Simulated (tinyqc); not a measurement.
ESD clamp with bipolar snapback, compact model and design window: one step of the calculation.

The drain junction multiplies the current that enters it: Igen = (M - 1)(Ic + I0), M = 1/(1 - (Vj/BV)^n). The generated holes leave through the substrate resistance and the base of the parasitic npn: Igen = Vb/Rb + Ic/be, Ic = Is exp(Vb/Vt). Terminal current I = Ic + I0 + Igen and voltage V = Vj + I Ro, per width. Isothermal, constant gain.

Question. Base voltage at the failure current. I(Vb) = Ic (1 + 1/be) + I0 + Vb/Rb, I' = Ic (1 + 1/be)/Vt + 1/Rb; Newton steps on ln I: Vb(new) = Vb - ln(I/It2) I/I'. V follows from the introduction.

Parameters, values chosen for the exercise; values close to those of grounded-gate n-channel clamps:
- T = 300 K (temperature)
- BV = 6.2 V (junction breakdown voltage)
- n = 4.7 (exponent of the multiplication)
- be = 4.1 (current gain of the parasitic npn)
- Is = 5.4e-18 A/um (saturation current)
- I0 = 4.5e-11 A/um (junction leakage)
- Rb = 26000 ohm um (substrate resistance)
- Ro = 480 ohm um (drain ballast and contact resistance)
- It2 = 8.4 mA/um (failure current for 100 ns)

Constants: q = 1.602176634e-19 C, kB = 1.380649e-23 J/K, Vt = kB T/q. Results are converted to the units shown.

Vb after iteration 1 = 0.97137167 V

Give: I; V; I'; Vb after iteration 2.

Answer.

I = 139.84 mA/um
V = 71.507 V
I' = 5407.7 mS/um
Vb after iteration 2 = 0.89865 V

Program tinyqc, `OMP_NUM_THREADS=1 python tinyqc.py 2670131 2670132 out.jsonl`; Intel Xeon 2.30GHz, shared host, one thread, about 0.02 s.
